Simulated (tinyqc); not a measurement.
# IGBT as a p-i-n diode in series with a MOS channel, on-state and switching loss: several studies

High injection (n = p) in a drift layer from x = -W/2 (anode) to +W/2 (cathode side), recombination only in the layer with lifetime tau, ideal emitters. The channel feeds the cathode side and carries the whole current. Auger recombination, carrier-carrier scattering, emitter losses and the carrier dip under the p body are left out.

Parameters, values chosen for the exercise; material values close to those of silicon:
```
symbol,value,unit,meaning
T,300,K,temperature
Eg,1.1,eV,band gap
Nc,2.83e19,cm^-3,conduction-band density of states at T
Nv,2.63e19,cm^-3,valence-band density of states at T
mn,1400,cm^2/(V s),electron mobility
mp,480,cm^2/(V s),hole mobility
W,350,um,width of the drift layer
Nd,1.8e13,cm^-3,doping of the drift layer
tau,18,us,high-injection lifetime
J,100,A/cm^2,current density
Rch,1.4,mohm cm^2,channel and accumulation resistance
Vdc,1800,V,link voltage
ks,0.06,,turn-off energy per stored charge and link voltage
f,5,kHz,switching frequency
```

Constants: q = 1.602176634e-19 C, kB = 1.380649e-23 J/K, Vt = kB T/q. Results are converted to the units shown.

Each table varies one quantity; the others keep the values above.

## Effect of the high-injection lifetime

b = mn/mp, B = (b - 1)/(b + 1), La = sqrt(2 Vt mn mp tau/(mn + mp)), y = W/(2 La). n(x) = (tau J/(2 q La))[cosh(x/La)/sinh y - B sinh(x/La)/cosh y]. Vm = Vt [(8 b/(b + 1)^2)(sinh y/s) arctan(s sinh y) + B ln((1 + B tanh^2 y)/(1 - B tanh^2 y))], s = sqrt(1 - B^2 tanh^2 y); Vj = Vt ln(n(-W/2) n(W/2)/ni^2), ni = sqrt(Nc Nv) exp(-Eg/(2 Vt)), Eg in volts; Vc = J Rch; Von = Vm + Vj + Vc. Stored charge tau J, turn-off energy Eoff = ks tau J Vdc, loss at half duty 0.5 J Von + f Eoff. A unipolar device on the same layer has Vu = J (W/(q mn Nd) + Rch).

The same in every row: Vu (V) = 867.0.

Result of one run:

| tau (us) | y | Von (V) | Eoff (mJ/cm^2) | total loss (W/cm^2) |
|---|---|---|---|---|
| 42 | 0.6281 | 1.079 | 453.6 | 2322 |

What becomes of these results when the high-injection lifetime tau is changed from 42 to 68 us, all else the same?

Result of the changed run:

| tau (us) | y | Von (V) | Eoff (mJ/cm^2) | total loss (W/cm^2) |
|---|---|---|---|---|
| 68 | 0.4936 | 1.095 | 734.4 | 3727 |

The whole series:

| tau (us) | y | Von (V) | Eoff (mJ/cm^2) | total loss (W/cm^2) |
|---|---|---|---|---|
| 3.6 | 2.145 | 1.221 | 38.88 | 255.4 |
| 5.9 | 1.676 | 1.121 | 63.72 | 374.7 |
| 9.6 | 1.314 | 1.080 | 103.7 | 572.4 |
| 16 | 1.018 | 1.067 | 172.8 | 917.3 |
| 25 | 0.8141 | 1.068 | 270.0 | 1403 |
| 42 | 0.6281 | 1.079 | 453.6 | 2322 |
| 68 | 0.4936 | 1.095 | 734.4 | 3727 |
| 110 | 0.3881 | 1.114 | 1188 | 5996 |
| 180 | 0.3034 | 1.136 | 1944 | 9777 |

As tau goes from 3.6 to 180 us, Von goes from 1.22 through a minimum of 1.07 (at tau = 16 us among the rows listed) to 1.14 V, Eoff rises from 38.9 to 1940 mJ/cm^2 and the total loss rises from 255 to 9780 W/cm^2. Von is below Vu in 9 of the 9 rows. In every row the density at the anode passes 2e17 cm^-3, where Auger recombination and emitter losses matter.

## Effect of the channel and accumulation resistance

Same model as above.

The same in every row: y = 0.9595; Eoff (mJ/cm^2) = 194.4.

Results:

| Rch (mohm cm^2) | Von (V) | Vu (V) | total loss (W/cm^2) |
|---|---|---|---|
| 0.2 | 0.9463 | 866.9 | 1019 |
| 0.4 | 0.9663 | 866.9 | 1020 |
| 0.78 | 1.004 | 867.0 | 1022 |
| 1.5 | 1.076 | 867.0 | 1026 |
| 3.1 | 1.236 | 867.2 | 1034 |
| 12 | 2.126 | 868.1 | 1078 |

Estimate the missing row, Rch = 6.1 mohm cm^2.

Computed row:

| Rch (mohm cm^2) | Von (V) | Vu (V) | total loss (W/cm^2) |
|---|---|---|---|
| 6.1 | 1.536 | 867.5 | 1049 |

With this row back in the table: As Rch goes from 0.2 to 12 mohm cm^2, Von rises from 0.946 to 2.13 V, Eoff stays at 194 mJ/cm^2 and the total loss rises from 1020 to 1080 W/cm^2. Von is below Vu in 7 of the 7 rows. In every row the density at the anode passes 2e17 cm^-3, where Auger recombination and emitter losses matter.

## Effect of the current density

Same model as above.

The same in every row: y = 0.9595.

Results:

| J (A/cm^2) | Von (V) | Vu (V) | Eoff (mJ/cm^2) | total loss (W/cm^2) |
|---|---|---|---|---|
| 0.3 | 0.6264 | 2.601 | 0.5832 | 3.010 |
| 0.76 | 0.6751 | 6.589 | 1.477 | 7.644 |
| 1.9 | 0.7240 | 16.47 | 3.694 | 19.16 |
| 4.8 | 0.7760 | 41.62 | 9.331 | 48.52 |
| 31 | 0.9091 | 268.8 | 60.26 | 315.4 |
| 78 | 1.023 | 676.3 | 151.6 | 798.0 |
| 200 | 1.242 | 1734 | 388.8 | 2068 |
| 500 | 1.710 | 4335 | 972.0 | 5287 |

Estimate the missing row, J = 12 A/cm^2.

Computed row:

| J (A/cm^2) | Von (V) | Vu (V) | Eoff (mJ/cm^2) | total loss (W/cm^2) |
|---|---|---|---|---|
| 12 | 0.8335 | 104.0 | 23.33 | 121.6 |

With this row back in the table: As J goes from 0.3 to 500 A/cm^2, Von rises from 0.626 to 1.71 V, Eoff rises from 0.583 to 972 mJ/cm^2 and the total loss rises from 3.01 to 5290 W/cm^2. Von is below Vu in 9 of the 9 rows. For J = 78 to 500 A/cm^2 the density at the anode passes 2e17 cm^-3, where Auger recombination and emitter losses matter.

Computed by the program tinyqc: `OMP_NUM_THREADS=1 python tinyqc.py 2590124 2590125 out.jsonl`, one thread of a shared Intel Xeon 2.30GHz, about 0.01 s for the whole run.
